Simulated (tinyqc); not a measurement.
Dielectric confinement in a thin film (image charges): sweeps and comparisons. A value that a table varies takes the place of the one given here.

A film |z| < t/2 of dielectric constant eps between half-spaces of dielectric constant e2; lam = (eps - e2)/(eps + e2), q = e^2/(4 pi eps0). The self-energy of a band edge is taken with the high-frequency value, e2 = eh, and the field of a fixed ion with the static one, e2 = eo. A charge at z has images lam^|n| at n t + (-1)^n z. Its self-energy is S(z) = (q/2 eps) sum over n >= 1 of lam^n [1/(n t - 2z) + 1/(n t + 2z)] for odd n and 2 lam^n/(n t) for even n; at the centre S(0) = -(q/(eps t)) ln(1 - lam).

Donor at the centre, lam from the static eo, trial function cos(pi z/t) exp(-rho/l): E(l) = c/(m l^2) - (q/eps) times the integral over k of F(k t) (1 + (k l/2)^2)^(-3/2), with F(x) = F0 + 2 lam exp(-x) G/(1 - lam exp(-x)), F0 = 2[(1 - exp(-x/2))/x + x (1 + exp(-x/2))/(x^2 + 4 pi^2)], G = 2 sinh(x/2)[1/x - x/(x^2 + 4 pi^2)]; c = hbar^2/2m0. The binding energy is -E at the minimum, counted from the subband edge with its self-energy.

Constants: e^2/(4 pi eps0) = 14.39964547 eV angstrom; hbar^2/2m0 = 3.80998211 eV angstrom^2; Ry = 13.60569312 eV.

Values chosen for the exercise (near those of a Ge film between layers of HfO2; the results hold for these values, not for the real material):
- eps = 15.7 (dielectric constant of the film)
- eh = 4.1 (high-frequency dielectric constant outside)
- eo = 22.3 (static dielectric constant outside)
- m = 0.149 m0 (mass in the plane)
- mz = 0.124 m0 (mass across the film)
- ts = (12, 18, 26, 38, 55, 80, 120) angstrom (thicknesses)
- t = 78 angstrom (film thickness)

## Thinning the film

<S> is the mean over (2/t) cos^2(pi z/t); confinement c (pi/t)^2/mz; donor binding with and without images.

Results:
```
t (angstrom),<S> (meV),confinement (meV),"binding, no images (meV)",binding (meV),l (angstrom)
12,77.3,2105.9,27.3,17.2,38.7
18,51.5,936.0,25.5,17.0,39.6
26,35.7,448.6,23.6,16.6,41.1
38,24.4,210.0,21.4,15.9,43.4
55,16.9,100.2,19.1,14.9,46.7
80,11.6,47.4,16.7,13.6,51.1
120,7.7,21.1,14.2,12.0,57.3
```

Between 120 and 12 angstrom the binding goes from 12.0 to 17.2 meV; quantum confinement alone would take it from 14.2 to 27.3, so the images supply -2.2 and -10.1 meV. |<S>| goes as 1/t and exceeds the confinement energy beyond 327 angstrom. Hard-wall energies above 300 meV (up to t = 26 angstrom) overstate the confinement: walls are finite and valleys non-parabolic.

## Choice of the surrounding dielectric

The same film between different dielectrics; in this table one value e2 serves for both eo and eh.

Results:
```
case,lam,<S> (meV),binding (meV),l (angstrom)
e2 = 1,0.880,27.3,63.6,42.8
e2 = 2.5,0.725,17.1,44.7,43.9
e2 = 3.9,0.602,12.4,36.4,44.8
e2 = 7.5,0.353,6.0,25.9,46.5
e2 = 16,-0.009,-0.1,16.7,49.3
e2 = 25,-0.229,-3.0,12.8,51.2
e2 = 80,-0.672,-7.8,7.0,55.9
```

The binding spans a factor 9.1, from 64 meV in vacuum to 7.0 meV for e2 = 80; going from 3.9 to 25 changes it by -23.6 meV and the band edge by -15.4 meV, so the binding responds 1.53 times as much as the edge (for an orbit much smaller than t the binding would change by twice the change of S(0), -26.5 meV; here l/t = 0.57 for e2 = 3.9).

## What each parameter does

<S> is the mean over (2/t) cos^2(pi z/t). Each row changes one parameter from the base and keeps the others.

Results:
```
case,lam from eh,<S> (meV),binding (meV),l (angstrom)
base,0.586,11.9,13.7,50.7
t = 72 angstrom,0.586,12.9,14.0,49.7
eps = 14.1,0.549,12.0,15.5,47.3
eo = 31.2,0.586,11.9,11.2,52.2
eh = 5.3,0.495,9.3,13.7,50.7
m = 0.179 m0,0.586,11.9,15.6,44.4
```

The largest shifts from the base row, up to three for each result and ties (the steps differ in size, so this ranks the rows, not the parameters). lam from eh: eh -0.091, eps -0.036; unchanged at the printed digits by t, eo and m. <S> (meV): eh -2.6, t +1.0, eps +0.1; unchanged at the printed digits by eo and m. binding (meV): eo -2.4, m +1.9, eps +1.8; unchanged at the printed digits by eh. l (angstrom): m -6.4, eps -3.5, eo +1.5; unchanged at the printed digits by eh.

tinyqc: `OMP_NUM_THREADS=1 python tinyqc.py 1252094 1252095 out.jsonl`; about 0.08 s, one thread, shared Intel(R) Xeon(R) Processor @ 2.30GHz.
